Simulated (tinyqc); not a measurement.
Avalanche multiplication and breakdown of a junction from ionisation integrals: one step, computed by the program tinyqc.

Ionisation coefficients follow the local field. Position x runs through the depletion layer from the p side (x = 0), where electrons enter, to the n side (x = w), where holes enter. The built-in voltage is neglected.

Task: Coefficients at the critical field. alpha_n = a_n exp(-(b_n/F)^c), alpha_p = a_p exp(-(b_p/F)^c).

Inputs (values chosen for the exercise, modelled on 4H-SiC):
```
quantity                   value  unit
electron prefactor a_n  1.83e+08  1/cm
electron field b_n      3.31e+07  V/cm
hole prefactor a_p      3.28e+08  1/cm
hole field b_p          2.52e+07  V/cm
exponent c                     1     -
```

Junction: one-sided abrupt n+p.

critical field F_m = 3.357950 MV/cm

Give: alpha_n; alpha_p; ratio k = alpha_p/alpha_n; shorter ionisation length.

Result:

alpha_n = 9583 1/cm

alpha_p = 1.806e+05 1/cm

ratio k = alpha_p/alpha_n = 18.84

shorter ionisation length = 0.05538 micrometre

Holes ionise more readily at the peak field.
